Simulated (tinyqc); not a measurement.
## Slope factor and drain-induced lowering from three currents

Inverse problem. With source and body at 0 V, I = A exp((Vg + dd Vd)/(nf Vt)) (1 - exp(-Vd/Vt)). Find nf, the swing nf Vt ln 10 and dd.

Inputs (values chosen for the exercise): temperature T = 378 K.

Constants: q = 1.602176634e-19 C, kB = 1.380649e-23 J/K, Vt = kB T/q. Results are converted to the units shown.

currents at (Vg, Vd) = (0, 0.05), (0, 1) and (0.12, 1) V (nA/um): [0.88506323, 3.5247474, 62.671919]

Solution. The pair at equal Vd gives nf; the pair at equal Vg, after dividing out the factors 1 - exp(-Vd/Vt), gives dd.

nf = 1.28
swing = 96.0 mV/decade
dd = 0.0500

Program tinyqc, `OMP_NUM_THREADS=1 python tinyqc.py 2242058 2242059 out.jsonl`; Intel Xeon 2.30GHz, shared host, one thread, about 0.03 s.
